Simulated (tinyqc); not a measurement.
Hot electrons in a saturated n-channel MOSFET, lucky-electron model: two steps of the calculation.

Beyond pinch-off the lateral field grows as Esat cosh(y/l) over the velocity-saturated region (pseudo-two-dimensional model). Impact ionisation in this region gives the substrate current, which biases the body forward through Rsub. Currents are per width. Local-field laws: they overstate ionisation when the field peak is narrower than an energy relaxation length.

Parameters, values chosen for the exercise; values close to those of silicon n-channel devices: channel length L = 0.35 um; oxide thickness tox = 7.2 nm; threshold VT = 0.75 V; saturation velocity vs = 7.6e6 cm/s; ionisation prefactor Ai = 2e6 1/cm; ionisation field Bi = 1.75 MV/cm; resistance of the lightly doped drain Rd = 0 ohm um; substrate resistance Rsub = 19000 ohm um; fall of VT per volt of forward body bias kb = 0.28; hot-electron mean free path lm = 7.5 nm; oxide barrier pb = 3.2 V; prefactor of the gate current Cg = 0.0032; lifetime exponent m = 2.8; lifetime constant Hl = 4300 s uA/um; drain voltage Vd = 2.4 V; gate voltage Vg = 1.6 V.

Constants: eps0 = 8.8541878128e-14 F/cm where lengths are in cm. Results are converted to the units shown.

Problem 1. Body bias from the substrate current. Cox = 3.9 eps0/tox. Overdrive g = Vg - VT + kb Vb; Vdsat = g Esat L/(g + Esat L); Id = Cox vs (g - Vdsat); dV = Vd - Id Rd - Vdsat; Em = sqrt((dV/l)^2 + Esat^2); Isub = Id (Ai/Bi) l Em exp(-Bi/Em). Vb(new) = Rsub Isub.

Vb after iteration 1 = 0.075147498 V
l = 43.598165 nm
Esat = 0.043428571 MV/cm

Find: Vdsat; Id; dV; Em; Isub; Vb after iteration 2.

Solution 1.

Vdsat = 0.55373 V
Id = 115.66 uA/um
dV = 1.8463 V
Em = 0.42570 MV/cm
Isub = 4.0216 uA/um
Vb after iteration 2 = 0.076410 V

Problem 2. Gate current, lifetime and channel shortening. Ig = Cg Id exp(-pb/(lm Em)); lifetime tau = (Hl/Id)(Isub/Id)^(-m); length of the saturated region dL = l ln[(dV/l + Em)/Esat]. 1 year = 3.15576e7 s.

Id = 115.73853 uA/um
dV = 1.8461283 V
Em = 0.42566296 MV/cm
Isub = 4.0227009 uA/um
l = 43.598165 nm
Esat = 0.043428571 MV/cm

Wanted: Isub/Id; Ig; tau; dL.

Solution 2.

Isub/Id = 0.034757
Ig = 16.423 pA/um
tau = 0.014321 years
dL = 129.62 nm

The lifetime misses ten years.

Computed by the program tinyqc: `OMP_NUM_THREADS=1 python tinyqc.py 2550101 2550102 out.jsonl`, one thread of a shared Intel Xeon 2.30GHz, about 0.01 s for the whole run.
